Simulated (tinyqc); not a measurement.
Inside a calculation. Model: Deal-Grove kinetics of thermal oxidation of silicon. Computed by tinyqc, a small Python program that keeps every step. Command: `OMP_NUM_THREADS=1 python tinyqc.py 3002671 3002672 out.jsonl oxide walk`. One thread of a shared host (Intel(R) Xeon(R) Processor @ 2.30GHz), about 0.07 s of CPU time with the checks. Intermediate numbers are printed to about 6 digits and carried at full precision; extremes and crossings named in words are read from the listed rows.

Oxidant diffuses through the oxide and reacts at the interface, so that dx/dt = B/(A + 2x) for the oxide thickness x.

Inputs (values chosen for the exercise, close to those used for silicon):

| quantity | value | unit |
|---|---|---|
| prefactor B0 | 800 | um^2/h |
| activation energy E_B | 1.22 | eV |
| prefactor (B/A)0 | 4.21e+06 | um/h |
| activation energy E_A | 2 | eV |
| temperature T | 975 | C |
| oxidant pressure p | 0.25 | atm |
| pressure exponent m of B/A | 0.77 | - |
| initial oxide x_i | 0.01 | um |
| time t | 0.29 | h |
| ratio c of the extra rate to B/A | 2.2 | - |
| decay length L | 0.0076 | um |

Ambient: dry oxygen. Surface: (100). Extension: thin-film term.

Constants: k_B = 8.617333262e-05 eV/K.

## Rate constants

B = B0 p exp(-E_B/(k_B T)), B/A = (B/A)0 p^m exp(-E_A/(k_B T)), p in atm; A = B/(B/A). Temperatures in kelvin are T(C) + 273.15.

parabolic constant B = 0.00237091 um^2/h

linear constant B/A = 0.0121646 um/h

length A = 0.194902 um

Reaction at the interface limits growth while x is well below A/2 = 0.0975 um, diffusion once x is well above it.

## Thickness after the oxidation

tau = (x_i^2 + A x_i)/B and x = (A/2) [sqrt(1 + 4 B (t + tau)/A^2) - 1], the root of x^2 + A x = B (t + tau). Silicon consumed is 0.44 times the oxide grown; the rate is B/(A + 2x).

tau = 0.864233 h

oxide thickness x = 0.0131532 um

silicon consumed = 0.00138739 um

final growth rate = 0.0107180 um/h

2x/A = 0.135: the interface reaction limits the rate.

## Full law against its linear and parabolic limits

Linear limit x = (B/A)(t + tau); parabolic limit x = sqrt(B (t + tau)).

Thickness (um):

| t (h) | full | linear limit | parabolic limit | 2x/A |
|---|---|---|---|---|
| 0.05 | 0.010550 | 0.011121 | 0.046557 | 0.10826 |
| 0.1 | 0.011098 | 0.011730 | 0.047813 | 0.11388 |
| 0.25 | 0.012724 | 0.013554 | 0.051398 | 0.13056 |
| 0.5 | 0.015381 | 0.016595 | 0.056872 | 0.15784 |
| 1 | 0.020518 | 0.022678 | 0.066483 | 0.21054 |
| 2 | 0.030172 | 0.034842 | 0.082407 | 0.30961 |
| 4 | 0.047564 | 0.059172 | 0.107390 | 0.48808 |
| 8 | 0.077229 | 0.107830 | 0.144970 | 0.79249 |
| 16 | 0.124991 | 0.205147 | 0.199959 | 1.28260 |
| 32 | 0.198209 | 0.399781 | 0.279138 | 2.03393 |

Both limits lie above the full result, since each drops one resistance. The linear law overshoots by 5.4 % in the first row and 100 % in the last, the parabolic law by 340 % and 41 %. The better limit switches between 8 and 16 h; both give the same value where B (t + tau) = A^2, at 2x/A = sqrt5 - 1 = 1.24.

## A single trial Runge-Kutta step of the thin-film equation

With f(x) = B/(A + 2x) + c (B/A) exp(-x/L) and h = L/(4 f(x_i)): k1 = f(x_i), k2 = f(x_i + h k1/2), k3 = f(x_i + h k2/2), k4 = f(x_i + h k3), x = x_i + h (k1 + 2 k2 + 2 k3 + k4)/6.

step h = 0.104328 h

k1 to k4 (um/h): 0.0182118  0.0172715  0.0173175  0.0165104

x after the step = 0.0118066 um

## Thickness with the thin-film term

Thin-film (Massoud) form: dx/dt = B/(A + 2x) + c (B/A) exp(-x/L), integrated from x_i by fourth-order Runge-Kutta in 2000 steps, the i-th of length (2 i - 1) t/2000^2.

thickness with the thin-film term = 0.0146669 um

The extra term adds 1.51 nm to the Deal-Grove value.

## What the thin-film term adds

The formulas are those given above.

Thickness:

| t (h) | Deal-Grove (um) | with the term (um) | difference (nm) |
|---|---|---|---|
| 0.02 | 0.010220 | 0.010361 | 0.14008 |
| 0.05 | 0.010550 | 0.010888 | 0.33775 |
| 0.1 | 0.011098 | 0.011735 | 0.63738 |
| 0.3 | 0.013260 | 0.014811 | 1.55075 |
| 1 | 0.020518 | 0.023473 | 2.95549 |
| 3 | 0.039145 | 0.042483 | 3.33759 |
| 10 | 0.090312 | 0.092827 | 2.51479 |
| 30 | 0.190078 | 0.191727 | 1.64860 |

The gain reaches at most 3.34 nm among these rows, at 3 h, and then shrinks, because the thicker film grows more slowly once diffusion matters. If the base rate kept its starting value B/(A + 2 x_i), the gain would level off at L ln(1 + c (1 + 2 x_i/A) exp(-x_i/L)) = 3.81 nm.

Checks made by the program: closed form against Runge-Kutta integration of dx/dt (relative difference below 1e-10).
